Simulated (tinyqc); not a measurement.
# Signal and retention of a DRAM cell: effects of single changes

A stored one starts at Vd and leaks: Cs dV/dt = -I(V), I = a sqrt((V + Vb)/(Vd + Vb)) + b, with a = Ig exp[-(Eg1 q/kB)(1/T - 1/T0)] (generation in a depletion layer) and b = Is exp[-(Es q/kB)(1/T - 1/T0)]. The bit line is precharged to Vd/2, and charge sharing gives the signal (V - Vd/2) Cs/(Cs + Cb).

Parameters, values chosen for the exercise: array voltage Vd = 1.3 V; cell capacitance Cs = 12 fF; bit-line capacitance Cb = 64 fF; smallest signal that the sense amplifier resolves dm = 37 mV; built-in plus back-bias voltage of the storage junction Vb = 1.42 V; junction leakage at V = Vd and T0 Ig = 2.8 fA; voltage-independent leakage at T0 Is = 0.13 fA; activation energy of Is Es = 0.38 eV; reference temperature T0 = 358 K; temperature T = 328 K; deviation of ln(retention time) over the cells sg = 0.58; cells Nc = 8.59e9; refresh interval tr = 64 ms; activation energy of Ig Eg1 = 0.65 eV.

Constants: q = 1.602176634e-19 C, kB = 1.380649e-23 J/K. Results are converted to the units shown.

Each table varies one quantity; the others keep the values above.

## Effect of the bit-line capacitance

The cell fails below Vc = Vd/2 + dm (Cs + Cb)/Cs. With s = sqrt((Vc + Vb)/(Vd + Vb)), the time from Vd to Vc is t = [2 Cs (Vd + Vb)/a] [1 - s - (b/a) ln((a + b)/(a s + b))]. This time is the median of a log-normal spread: failing cells = Nc erfc(z/sqrt 2)/2, z = ln(t/tr)/sg.

Effect of the bit-line capacitance:

| Cb (fF) | Vc (V) | retention time (s) | failing cells |
|---|---|---|---|
| 15 | 0.7332 | 15.92 | 8.134e-12 |
| 30 | 0.7795 | 14.55 | 3.552e-11 |
| 45 | 0.8257 | 13.20 | 1.718e-10 |
| 60 | 0.8720 | 11.86 | 9.382e-10 |
| 75 | 0.9183 | 10.53 | 5.930e-9 |
| 90 | 0.9645 | 9.218 | 4.484e-8 |
| 105 | 1.011 | 7.914 | 4.251e-7 |
| 120 | 1.057 | 6.621 | 5.411e-6 |

Read the table: what changes, and by how much?

Vc rises by dm/Cs = 3.08 mV for each fF, and the retention time falls from 15.9 to 6.62 s; the margin is gone at Cb = 199 fF.

## Failing cells against the refresh interval

Same model as above.

Failing cells against the refresh interval:

| tr (ms) | z | failing cells |
|---|---|---|
| 16 | 11.34 | 3.516e-20 |
| 32 | 10.15 | 1.479e-14 |
| 64 | 8.951 | 1.510e-9 |
| 128 | 7.756 | 3.761e-5 |
| 256 | 6.561 | 0.2295 |
| 512 | 5.366 | 345.9 |
| 1024 | 4.171 | 1.303e5 |
| 2048 | 2.976 | 1.255e7 |

What does the comparison show?

Doubling the interval lowers z by ln 2/sg = 1.20 and multiplies the count by 4.21e5 between the first two rows and by 96.3 between the last two. The count passes 1 at tr = 512 ms among the rows.

Range of the model: Real arrays also hold a tail of unusually leaky cells and cells whose retention varies in time, which this model lacks.

Numbers from tinyqc (`OMP_NUM_THREADS=1 python tinyqc.py 2130013 2130014 out.jsonl`; about 0.01 s on one thread of a shared Intel Xeon 2.30GHz).
